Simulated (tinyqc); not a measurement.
Worked calculation: nucleation and growth of vacancy voids in a cooling silicon-like crystal. Computed by tinyqc, a small Python program that keeps every step. Command: `OMP_NUM_THREADS=1 python tinyqc.py 3005347 3005348 out.jsonl voids walk`. One thread of a shared host (Intel(R) Xeon(R) Processor @ 2.30GHz), about 0.6 s of CPU time with the checks. Intermediate numbers are printed to about 6 digits and carried at full precision; extremes and crossings named in words are read from the listed rows.

Spherical voids; vacancies are lost only to voids.

Inputs (values chosen for the exercise, close to those used for silicon):

| quantity | value | unit |
|---|---|---|
| vacancy density at the melting point C_m | 8e+14 | 1/cm^3 |
| formation energy E_f | 4.16 | eV |
| melting point T_m | 1685 | K |
| diffusion prefactor D0 | 0.00072 | cm^2/s |
| migration energy E_m | 0.44 | eV |
| site density rho | 5e+22 | 1/cm^3 |
| void surface energy gamma | 0.949 | J/m^2 |
| cooling rate q | 4.2 | K/min |
| vacancy excess C0 | 1.2e+14 | 1/cm^3 |
| temperature of the worked step T | 1415 | K |
| temperature step | 0.125 | K |

Vacancy supply: given.

Constants: k_B = 8.617333262e-05 eV/K; k_B = 1.380649e-23 J/K; e = 1.602176634e-19 C.

## Vacancy excess

C = C0 as given.

initial excess C = 1.20e+14 1/cm^3

## Nucleation rate at T with the initial excess

C_e = C_m exp[-(E_f/k_B)(1/T - 1/T_m)]; D = D0 exp(-E_m/(k_B T)); f = k_B T ln(C/C_e); r* = 2 gamma/(rho f); W* = 16 pi gamma^3/(3 rho^2 f^2); Z = f/sqrt(12 pi W* k_B T); I = rho Z (4 pi r* D C) exp(-W*/(k_B T)).

C_e = 3.38001e+12 1/cm^3

D = 1.95071e-05 cm^2/s

driving force f = 0.435262 eV

critical radius r* = 0.544334 nm

W*/(k_B T) = 60.2901

rate I = 0.0392742 1/(cm^3 s)

Cooling by 10 K multiplies I by 560: nucleation switches on within a narrow range of temperature.

## Cooling through the nucleation range

March down from 1500 K in steps dT, dt = dT/q, with values at the upper end of each step: a class of I dt voids is born with r*; then all classes grow by r^2 += 2 D (C - C_e) dt/rho; C falls by the vacancies added to voids. Stop at 1150 K. T_n is the T of the largest I, N the final count (classes under 1e-6 /cm^3 are dropped), and the mean radius the number average.

Rows around the peak of I:

| T (K) | C (1/cm^3) | C_e (1/cm^3) | I (1/(cm^3 s)) | voids (1/cm^3) | mean radius (nm) |
|---|---|---|---|---|---|
| 1416.875 | 1.20000e+14 | 3.53611e+12 | 1.05274e-02 | 1.96240e-01 | 12.2273 |
| 1406.875 | 1.20000e+14 | 2.77555e+12 | 7.32789e+00 | 1.63431e+02 | 13.1092 |
| 1396.875 | 1.19951e+14 | 2.17104e+12 | 1.81479e+03 | 4.81287e+04 | 14.0049 |
| 1391.875 | 1.19343e+14 | 1.91757e+12 | 1.85022e+04 | 5.66141e+05 | 14.6535 |
| 1388.875 | 1.17341e+14 | 1.77916e+12 | 4.97947e+04 | 1.95500e+06 | 15.6101 |
| 1386.875 | 1.14002e+14 | 1.69218e+12 | 6.31611e+04 | 3.61190e+06 | 16.9775 |
| 1384.875 | 1.08220e+14 | 1.60922e+12 | 4.69230e+04 | 5.26681e+06 | 19.3056 |
| 1382.875 | 1.00150e+14 | 1.53010e+12 | 1.91703e+04 | 6.22125e+06 | 22.5293 |
| 1380.875 | 9.07194e+13 | 1.45466e+12 | 4.57066e+03 | 6.53725e+06 | 26.0273 |
| 1377.875 | 7.60328e+13 | 1.34805e+12 | 2.31006e+02 | 6.60794e+06 | 30.5230 |
| 1374.875 | 6.22819e+13 | 1.24883e+12 | 4.82718e+00 | 6.61081e+06 | 33.8217 |

temperature of peak nucleation T_n = 1386.875 K

void density N = 6.61086e+06 1/cm^3

mean radius = 43.8563 nm

vacancies left at 1150 K = 3.83239e+09 1/cm^3

I rises as supersaturation builds and collapses once the first voids have drawn C down by 5 % at the peak. Nearly all the excess then goes into these voids: [3 C/(4 pi rho N)]^(1/3) = 44.3 nm.

## Cooling rate

The formulas are those given above.

At fixed C:

| q (K/min) | T_n (K) | N (1/cm^3) | mean radius (nm) |
|---|---|---|---|
| 0.42 | 1398.500 | 2.19489e+05 | 136.698 |
| 1.10 | 1393.875 | 9.11687e+05 | 84.981 |
| 2.10 | 1390.625 | 2.37214e+06 | 61.754 |
| 4.20 | 1386.875 | 6.61086e+06 | 43.856 |
| 8.40 | 1383.000 | 1.84200e+07 | 31.146 |
| 17.00 | 1378.750 | 5.22129e+07 | 21.991 |
| 42.00 | 1372.875 | 1.98565e+08 | 14.073 |

Over the rows N goes as q^1.48 and the radius as q^-0.49, near the 3/2 and -1/2 of the scaling argument (depletion time 1/(4 pi N r D) equal to the time in the nucleation range, at fixed N r^3). T_n drops only 26 K for a factor 100 in q. Fast cooling gives many small voids, which an anneal can dissolve.

## Vacancy excess varied

The formulas are those given above.

At fixed q:

| C (1/cm^3) | T_n (K) | N (1/cm^3) | mean radius (nm) |
|---|---|---|---|
| 4.80e+13 | 1339.625 | 1.30847e+07 | 25.7037 |
| 7.20e+13 | 1360.250 | 9.67202e+06 | 32.5609 |
| 1.20e+14 | 1386.875 | 6.61086e+06 | 43.8563 |
| 1.90e+14 | 1411.500 | 4.69577e+06 | 57.3223 |
| 3.00e+14 | 1436.750 | 3.34331e+06 | 74.7921 |

More vacancies nucleate earlier (T_n rises by 97 K) and give fewer, larger voids: N goes as C^-0.74 and the radius as C^0.58, steeper than the -1/2 and +1/2 of the scaling argument at fixed D, because D rises with T_n.

Checks made by the program: Z against the curvature of W(n) (relative difference below 1e-10); N against a run with half the step (relative difference 1e-03).
